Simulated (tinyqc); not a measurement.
Frenkel-Kontorova chain: a misfit dislocation (kink) in a monolayer on a periodic substrate: one step, computed by the program tinyqc. Command: `OMP_NUM_THREADS=1 python tinyqc.py 3019228 3019229 out.jsonl fkchain walk`. One thread of a shared host (Intel(R) Xeon(R) Processor @ 2.30GHz), about 0.01 s of CPU time with the checks.

E = sum_j [(k/2)(x_(j+1) - x_j - b)^2 + (W/2)(1 - cos(2 pi x_j/a))], x_j = a (j + u_j). A kink takes u from 0 to 1: the chain is stretched by one period and has one atom fewer than wells.

Question. Continuum limit. l0 = sqrt(k a^2/(2 W)); kink u(j) = (2/pi) arctan exp(pi j/l0); kink energy at f = 0: E0 = (4/pi) W l0; with misfit E0 - k a^2 f; kinks become favourable at f_c = 2/(pi l0), and a coherent chain with free ends loses stability at f_m = 1/l0. Lowest vibration of the flat chain: nu0 = 15.6333042 THz x sqrt(2 pi^2 W/(a^2 M)).

Inputs (values chosen for the exercise, for a model overlayer):
```
quantity              value           unit
spring constant k      2.12  eV/angstrom^2
substrate period a     3.72       angstrom
corrugation W          1.29             eV
misfit f = (b - a)/a   0.19              -
atomic mass M           117              u
```

Constants: nu for 1 eV/(angstrom^2 u) = 15.6333042 THz.

Give: kink width l0; kink energy E0; kink energy with misfit; critical misfit f_c; limit f_m; gap frequency nu0.

Answer.

kink width l0 = 3.3721

kink energy E0 = 5.5386 eV

kink energy with misfit = -0.035497 eV

critical misfit f_c = 0.18879

limit f_m = 0.29655

gap frequency nu0 = 1.9605 THz

f_c < f < f_m: kinks lower the energy, but must enter over a barrier at the ends. Caution: a corrugation above 1 eV is larger than real overlayers usually show; it is chosen to keep the kink narrow.
